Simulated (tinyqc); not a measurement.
Two-sublattice mean-field magnet: ferrimagnet, compensation points and susceptibility: one step, computed by the program tinyqc.

A random alloy A(1-x)B(x) with H = -sum over pairs J S_i.S_j. a = <S_A> and b = <S_B> are taken along z, a > 0. Exchange fields: h_A = (1 - x) zJ_AA a + x zJ_AB b, h_B = (1 - x) zJ_AB a + x zJ_BB b; a = S_A B_(S_A)(S_A h_A/(k_B T)) and likewise for b, with the Brillouin function B_S(y) = [(2S + 1)/(2S)] coth[(2S + 1) y/(2S)] - [1/(2S)] coth[y/(2S)].

Problem. Ordering temperature. Linearised, T (a, b) = M (a, b) with M_ij = S_i (S_i + 1) c_j zJ_ij/(3 k_B), c_A = 1 - x, c_B = x. T_c is the larger eigenvalue, and its eigenvector gives b/a at onset, (T_c - M_AA)/M_AB.

Inputs (values chosen for the exercise, for a model ferrimagnet): spin S_A = 1.5; spin S_B = 1.5; fraction x of B sites = 0.4; z J_AA = 32.7 meV; z J_BB = 1.6 meV; z J_AB = -12 meV; T over T_c = 0.79.

Constants: k_B = 8.617333262e-05 eV/K.

Give: M; eigenvalues; T_c; b/a at onset; T.

Solution.

M (K), rows A, B:
$$\begin{pmatrix}
284.6 & -69.6 \\
-104.4 & 9.3
\end{pmatrix}$$

eigenvalues (K): [-15.0, 308.9]

T_c = 308.9 K

b/a at onset = -0.3486

T = 244.0 K

The antiferromagnetic A-B coupling raises T_c by 24 K over that of A alone.
